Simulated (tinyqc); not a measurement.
Strained Delta valleys, repopulation and conductivity mass: mobility against stress.

A cubic crystal with three pairs of conduction valleys along x, y and z under uniaxial stress X along [001] (X > 0 is tension); current along [110]. Non-degenerate electrons, fixed total density, one relaxation time for all valleys and stresses, masses unchanged by strain, so the mobility goes as the mean inverse mass.

Stress s_ij = X a_i a_j with a the unit vector along [001]; strain e_ii = s11 s_ii + s12 (s_jj + s_kk), e_ij = s44 s_ij/2. Valley shift dE = Xu (n.e.n - trace(e)/3) with n the valley axis; share f proportional to exp(-dE/Vt). Inverse mass along the current d = [110]: (n.d)^2/ml + (1 - (n.d)^2)/mt; mu/mu0 = sum f (1/m) over the plain mean of 1/m. The linear estimate is 1 - pi X with pi the small-stress slope -d(mu/mu0)/dX.

Inputs (values chosen for the exercise); values close to those of silicon: temperature T = 300 K; compliance s11 = 7.82 1/TPa; compliance s12 = -2.19 1/TPa; compliance s44 = 12.5 1/TPa; shear deformation potential Xu = 9.18 eV; longitudinal mass ml = 0.943 m0; transverse mass mt = 0.184 m0.

Constants: q = 1.602176634e-19 C, kB = 1.380649e-23 J/K, Vt = kB T/q. Results are converted to the units shown.

Mobility against stress:

| X (MPa) | splitting (meV) | largest share | mu/mu0 | linear estimate |
|---|---|---|---|---|
| -25 | 2.297 | 0.3534 | 1.011 | 1.011 |
| -50 | 4.595 | 0.3739 | 1.022 | 1.022 |
| -100 | 9.189 | 0.4164 | 1.046 | 1.043 |
| -200 | 18.38 | 0.5044 | 1.094 | 1.087 |
| -400 | 36.76 | 0.6745 | 1.188 | 1.174 |
| -700 | 64.32 | 0.8575 | 1.288 | 1.304 |
| -1000 | 91.89 | 0.9459 | 1.337 | 1.434 |
| -1500 | 137.8 | 0.9904 | 1.361 | 1.652 |
| -2500 | 229.7 | 0.9997 | 1.367 | 2.086 |

Read the table: what changes, and by how much?

The ratio mu/mu0 rises from 1.01 to 1.37; pi = 43.4e-11 1/Pa. The linear estimate of the change is 0.9858 times the computed change in the first row and 2.96 times it in the last: once the splitting is several Vt (Vt = 25.9 meV) the upper valleys are nearly empty and little is left to move. At X = -2500 MPa the stress passes 1.5 GPa, where intervalley scattering and masses change too.

Program tinyqc, `OMP_NUM_THREADS=1 python tinyqc.py 2530155 2530156 out.jsonl`; Intel Xeon 2.30GHz, shared host, one thread, about 0.01 s.
